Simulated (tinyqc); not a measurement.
Born-von Karman spring model of a cubic crystal with one atom per cell: one step, computed by the program tinyqc.

First neighbours lie at a/2 (1,1,0) (12 of them), second at a (1,0,0) (6), with all permutations and signs; the volume per atom is Omega = a^3/4. Two shells of springs match a real metal only roughly, above all at the zone boundary.

Question. Elastic constants from long waves. [ij,kl] = (1/(2 Omega)) sum_R K_ij R_k R_l; C11 = [xx,xx], C44 = [xx,yy], C12 = 2 [xy,xy] - C44; B = (C11 + 2 C12)/3; Zener ratio A = 2 C44/(C11 - C12). K(R) = kL n n^T + kT (1 - n n^T).

Inputs (values chosen for the exercise, modelled on copper):
```
quantity,value,unit
lattice constant a,3.61,angstrom
radial spring k1L,1.73,eV/angstrom^2
transverse spring k1T,-0.083,eV/angstrom^2
radial spring k2L,0.022,eV/angstrom^2
transverse spring k2T,-0.011,eV/angstrom^2
```

Lattice: fcc.

Constants: 1 eV/angstrom^3 = 160.2176634 GPa.

Give: C11; C12; C44; bulk modulus B; Zener ratio A.

Answer.

C11 = 150.10 GPa

C12 = 97.151 GPa

C44 = 63.776 GPa

bulk modulus B = 114.80 GPa

Zener ratio A = 2.4091

C12 - C44 = 33.37 GPa: the Cauchy relation fails because sum_R kT R^2 is not zero; a negative sum gives a positive Cauchy pressure.
